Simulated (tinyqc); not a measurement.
# Gated two-dimensional channel with two bands, quantum capacitance: effect of the gate voltage

phi is the Fermi level above the lowest band edge, in volts; Vg is counted from the gate voltage at which an empty channel would have phi = 0. The channel has no thickness; trap charge is -q Dit phi.

D1 = gv md m0 q/(pi hbar^2), D2 = g2 m2 m0 q/(pi hbar^2) per eV; n1 = D1 Vt ln(1 + exp(phi/Vt)), n2 = D2 Vt ln(1 + exp((phi - E2)/Vt)), n = n1 + n2; Cq = q dn/dphi = q [D1/(1 + exp(-phi/Vt)) + D2/(1 + exp((E2 - phi)/Vt))]. Cox = eps0 eox/tox; Vg = phi + q (n + Dit phi)/Cox. 1/C_G = 1/Cox + 1/(Cq + q Dit); dphi/dVg = Cox/(Cox + Cq + q Dit).

Parameters, values chosen for the exercise; lowest band close to that of a thin InAs body:
```
symbol   value         unit                                                                 meaning
T          300            K                                                             temperature
eox        3.9               relative permittivity of the gate insulator (close to silicon dioxide)
tox        5.1           nm                                                     insulator thickness
md      0.0351           m0                                                           in-plane mass
gv           1                                                                    valley degeneracy
m2       0.082           m0                           in-plane mass of a second band, chosen freely
g2           6                                        valley degeneracy of that band, chosen freely
E2        0.14           eV                                        second band edge above the first
Dit     1.4e11  cm^-2 eV^-1                                                        density of traps
```

Constants: q = 1.602176634e-19 C, kB = 1.380649e-23 J/K, hbar = 1.054571817e-34 J s, m0 = 9.1093837015e-31 kg, Vt = kB T/q, eps0 = 8.8541878128e-14 F/cm where lengths are in cm. Results are converted to the units shown.

The same in every row: Cox (uF/cm^2) = 0.6771.

Result of one run:
```
Vg (V),phi (V),n (cm^-2),Cq (uF/cm^2),C_G (uF/cm^2),dphi/dVg,share of the second band (%)
-0.09,-0.08992,1.225e10,0.07485,0.08506,0.8744,5.952
```

What becomes of these results when the gate voltage Vg is changed from -0.09 to 0.58 V, all else the same?

Result of the changed run:
```
Vg (V),phi (V),n (cm^-2),Cq (uF/cm^2),C_G (uF/cm^2),dphi/dVg,share of the second band (%)
0.58,0.09022,2.057e12,6.469,0.6131,0.09445,35.15
```

The whole series:
```
Vg (V),phi (V),n (cm^-2),Cq (uF/cm^2),C_G (uF/cm^2),dphi/dVg,share of the second band (%)
-0.2,-0.1936,2.248e8,0.001393,0.02301,0.9660,5.870
-0.09,-0.08992,1.225e10,0.07485,0.08506,0.8744,5.952
0.02,-0.01820,1.640e11,0.8496,0.3812,0.4371,7.119
0.13,0.01840,4.691e11,1.871,0.4988,0.2634,10.22
0.24,0.04333,8.251e11,2.743,0.5439,0.1967,15.13
0.36,0.06397,1.242e12,3.819,0.5756,0.1499,22.02
0.47,0.07861,1.643e12,5.045,0.5973,0.1179,28.77
0.58,0.09022,2.057e12,6.469,0.6131,0.09445,35.15
0.69,0.09963,2.481e12,8.012,0.6245,0.07772,40.80
0.8,0.1075,2.912e12,9.603,0.6326,0.06572,45.67
```

As Vg goes from -0.2 to 0.8, Cq rises from 0.00139 to 9.60 uF/cm^2, C_G/Cox rises from 0.0340 to 0.934 and n rises from 2.25e8 to 2.91e12 cm^-2. Cq is below Cox for Vg = -0.2, -0.09; there the density of states limits the response dn/dVg more than the insulator does.

Computed by the program tinyqc: `OMP_NUM_THREADS=1 python tinyqc.py 2200023 2200024 out.jsonl`, one thread of a shared Intel Xeon 2.30GHz, about 0.01 s for the whole run.
